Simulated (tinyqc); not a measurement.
G0W0 on RHF in the sto-3g basis, for BeH2, spin multiplicity 1, step by step. One step of it, computed by the program tinyqc.

Task: Iteration 7 (converged): orbitals. Diagonalise F' = X^T F X, C = X C', fill 3 alpha and 3 beta electrons from the bottom; D = 2 C_occ C_occ^T. Each column has its largest component positive (the first on a tie).

converged F (hartree), lower triangle:
```
,1Be 1s,1Be 2s,1Be 2px,1Be 2py,1Be 2pz,2H 1s,3H 1s
1Be 1s,-4.520566
1Be 2s,-1.288350,-0.617983
1Be 2px,0.000000,0.000000,0.213290
1Be 2py,0.000000,0.000000,0.000000,-0.203175
1Be 2pz,0.002184,-0.020052,0.000000,0.000000,0.210777
2H 1s,-0.301873,-0.388608,0.000000,-0.323079,-0.024381,-0.282369
3H 1s,-0.301873,-0.388608,0.000000,0.323079,-0.024381,-0.035769,-0.282369
```

X, lower triangle:
```
,1Be 1s,1Be 2s,1Be 2px,1Be 2py,1Be 2pz,2H 1s,3H 1s
1Be 1s,1.028533
1Be 2s,-0.153019,1.223971
1Be 2px,0.000000,0.000000,1.000000
1Be 2py,0.000000,0.000000,0.000000,1.323426
1Be 2pz,-0.001888,0.021435,0.000000,0.000000,1.002328
2H 1s,0.019812,-0.285426,0.000000,-0.400367,-0.031112,1.260220
3H 1s,0.019812,-0.285426,0.000000,0.400367,-0.031112,-0.084531,1.260220
```

Give: F' = X^T F X; orbital energies; coefficients C; D after iteration 7.

Result:

F' = X^T F X (hartree), lower triangle:
```
,1,2,3,4,5,6,7
1,-4.411
2,-0.695,-0.111
3,0.000,0.000,0.213
4,0.000,0.000,0.000,0.250
5,0.002,0.009,0.000,0.000,0.214
6,-0.035,-0.316,0.000,-0.438,-0.031,0.083
7,-0.035,-0.316,0.000,0.438,-0.031,-0.101,0.083
```

orbital energies (hartree): MO1 -4.524, MO2 -0.443, MO3 -0.403, MO4 0.209, MO5 0.213, MO6 0.432, MO7 0.838

coefficients C:
```
,MO1,MO2,MO3,MO4,MO5,MO6,MO7
1Be 1s,0.992,-0.219,0.000,0.044,0.000,-0.221,0.000
1Be 2s,0.032,0.575,0.000,-0.194,0.000,1.147,0.000
1Be 2px,0.000,0.000,0.000,0.000,1.000,0.000,0.000
1Be 2py,0.000,0.000,0.500,0.000,0.000,0.000,1.350
1Be 2pz,0.000,0.022,0.000,0.981,0.000,0.212,0.000
2H 1s,-0.003,0.392,0.414,0.085,0.000,-0.783,-0.945
3H 1s,-0.003,0.392,-0.414,0.085,0.000,-0.783,0.945
```

D after iteration 7, lower triangle:
```
,1Be 1s,1Be 2s,1Be 2px,1Be 2py,1Be 2pz,2H 1s,3H 1s
1Be 1s,2.063
1Be 2s,-0.188,0.664
1Be 2px,0.000,0.000,0.000
1Be 2py,0.000,0.000,0.000,0.500
1Be 2pz,-0.010,0.026,0.000,0.000,0.001
2H 1s,-0.178,0.451,0.000,0.414,0.017,0.651
3H 1s,-0.178,0.451,0.000,-0.414,0.017,-0.035,0.651
```
